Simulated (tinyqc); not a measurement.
## Gap voltage and exponent from three temperatures

Problem. At constant current VBE(T) = Vg0 - a T - eta (kB T/q) ln T, where a is a constant. Find Vg0, eta and dVBE/dT at the middle temperature.

Constants: q = 1.602176634e-19 C, kB = 1.380649e-23 J/K. Results are converted to the units shown.

T (K): 233  330  390
VBE at a constant current (V): 0.8378618131  0.6517830507  0.5322913938

Solution. The relation is linear in Vg0, a and eta, so three points give a linear system; the slope is (VBE - Vg0 - eta kB T/q)/T. eta rests on the curvature of VBE(T) alone, so real fits need accuracy of some tens of microvolts or better.

Vg0 = 1.204 V
eta = 3.400
dVBE/dT = -1.966 mV/K

Computed by the program tinyqc: `OMP_NUM_THREADS=1 python tinyqc.py 2062168 2062169 out.jsonl`, one thread of a shared Intel Xeon 2.30GHz, about 0.02 s for the whole run.
